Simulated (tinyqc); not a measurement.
Inside a calculation. Model: capacitance measurement on a leaky thin oxide: effects of series resistance and leakage.

tinyqc, about 0.01 s, one thread, Intel Xeon 2.30GHz (shared host): `OMP_NUM_THREADS=1 python tinyqc.py 2022002 2022003 out.jsonl` Printed values are rounded.

The device is a capacitance C in parallel with a leakage conductance G, in series with Rs and Ls. An impedance meter reports either a parallel pair (Cp, Gp) from Y = 1/Z = Gp + i w Cp or a series pair (Cs, Rm) from Z = Rm + 1/(i w Cs); w = 2 pi f, dissipation D = Gp/(w |Cp|).

Inputs (values chosen for the exercise); values of the order met in thin-oxide MOS capacitors:
- eox = 3.9 (relative permittivity of the gate insulator (close to silicon dioxide))
- tox = 2 nm (insulator thickness)
- A = 2500 um^2 (gate area)
- zc = 0.29 nm (oxide-equivalent thickness added by the accumulation layer)
- zp = 0 nm (oxide-equivalent thickness added by gate depletion)
- Jg = 15 A/cm^2 (gate leakage current density, not matched to the thickness)
- Vs = 0.33 V (voltage for an e-fold rise of the leakage)
- Rs = 350 ohm (series resistance)
- Ls = 12 nH (series inductance)
- f = 1e6 Hz (measuring frequency)

Constants: eps0 = 8.8541878128e-14 F/cm where lengths are in cm. Results are converted to the units shown.

## True capacitance and conductance

EOT = 3.9 tox/eox; CET = EOT + zc + zp; C = 3.9 eps0 A/CET; G = Jg A/Vs.

EOT = 2 nm
CET = 2.29 nm
C = 37.6980 pF
G = 1136.36 uS

## What the meter reports

Z = Rs + i w Ls + 1/(G + i w C).

Z = 1193.36-175.71i ohm
Cp = 19.2207 pF
Gp = 820.189 uS
Cs = 905.761 pF
D = 6.79148

Cp is 49 % below C and Cs is 24.0 times it; G Rs = 0.398, w C Rs = 0.0829 and G/(w C) = 4.80.
